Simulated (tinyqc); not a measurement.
Carrier lifetime of an n-type layer with SRH, radiative, Auger and surface recombination: two steps of the calculation.

Uniform excess density dn = dp (no trapping), n = n0 + dn, p = p0 + dn, Boltzmann statistics, full ionisation. Surfaces enter as a rate 2 S dn/d, which holds while diffusion to them is fast.

Values chosen for this exercise; band and dielectric values close to those of gallium nitride:
```
symbol     value        unit                                      meaning
T            400           K                                  temperature
Eg          3.34          eV                                     band gap
Nc       3.51e18       cm^-3       conduction-band density of states at T
Nv       7.19e19       cm^-3          valence-band density of states at T
B       1.08e-10      cm^3/s                        radiative coefficient
N         6.2e14       cm^-3                                donor density
Cn       4.2e-31      cm^6/s            Auger coefficient (two electrons)
Cp       8.6e-32      cm^6/s                Auger coefficient (two holes)
Nt        7.1e11       cm^-3                                 trap density
sn         3e-14        cm^2          capture cross-section for electrons
sp         3e-14        cm^2              capture cross-section for holes
vth        2.2e7        cm/s             thermal velocity (both carriers)
Et          1.44          eV         trap level below the conduction band
S              0        cm/s  surface recombination velocity (both faces)
d              9          um                             sample thickness
G         1.4e20  cm^-3 s^-1                              generation rate
```

Constants: q = 1.602176634e-19 C, kB = 1.380649e-23 J/K, Vt = kB T/q. Results are converted to the units shown.

Task 1. Equilibrium densities and SRH constants. ni = sqrt(Nc Nv) exp(-Eg/(2 Vt)), Eg in volts; majority density N/2 + sqrt(N^2/4 + ni^2), n0 p0 = ni^2; n1 = Nc exp(-Et/Vt), p1 = Nv exp((Et - Eg)/Vt); tn0 = 1/(sn vth Nt), tp0 = 1/(sp vth Nt).

Give: ni; n0; p0; n1; p1; tn0; tp0.

Result 1.

ni = 0.014453 cm^-3
n0 = 6.2000e14 cm^-3
p0 = 3.3690e-19 cm^-3
n1 = 2.5241 cm^-3
p1 = 8.2753e-5 cm^-3
tn0 = 2.1340e-6 s
tp0 = 2.1340e-6 s

Task 2. New dn. With e = n p - ni^2 = dn (n0 + p0 + dn): U_SRH = e/(tp0 (n + n1) + tn0 (p + p1)), U_rad = B e, U_Aug = (Cn n + Cp p) e, U_s = 2 S dn/d. Substitution: tau = dn/U with U the sum, dn(new) = G tau.

dn after iteration 1 = 2.6742045e14 cm^-3
n0 = 6.2e14 cm^-3
p0 = 3.3689648e-19 cm^-3
n1 = 2.5240947 cm^-3
p1 = 8.2752764e-5 cm^-3
tn0 = 2.1340162e-6 s
tp0 = 2.1340162e-6 s

Find: U_SRH; U_rad; U_Aug; U_s; tau; dn after iteration 2.

Result 2.

U_SRH = 9.6295e19 cm^-3 s^-1
U_rad = 2.5630e19 cm^-3 s^-1
U_Aug = 9.3909e13 cm^-3 s^-1
U_s = 0 cm^-3 s^-1
tau = 2.1933e-6 s
dn after iteration 2 = 3.0706e14 cm^-3

Computed by the program tinyqc: `OMP_NUM_THREADS=1 python tinyqc.py 2300020 2300021 out.jsonl`, one thread of a shared Intel Xeon 2.30GHz, about 0.01 s for the whole run.
